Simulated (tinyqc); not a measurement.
Vacuum evaporation: vapour pressure, source flux, thickness distribution, purity and step coverage: one step, computed by the program tinyqc.

Molecular flow, unit sticking of the metal, no re-evaporation. The background gas is taken as water vapour (18.015 g/mol, collision diameter 0.37 nm) at 300 K.

Question. Offset source and rotation. Rotating wafer, source offset by s and facing upwards: thickness at radius r is the mean over the angle a of (1 + (r^2 + s^2 - 2 r s cos a)/h^2)^(-(n + 3)/2), by 360 equal steps; non-uniformity (max - min)/(max + min) over 21 radii from 0 to R.

Inputs (values chosen for the exercise, modelled on titanium, with constants for the liquid):
```
quantity,value,unit
directionality n,1,-
source-to-wafer distance h,43,cm
wafer radius R,15,cm
source offset from the axis s/h,0.29,-
```

Give: centre thickness relative to an axial source; edge over centre, rotating; non-uniformity, rotating.

Answer.

centre thickness relative to an axial source = 0.85087

edge over centre, rotating = 0.84373

non-uniformity, rotating = 8.4759 %
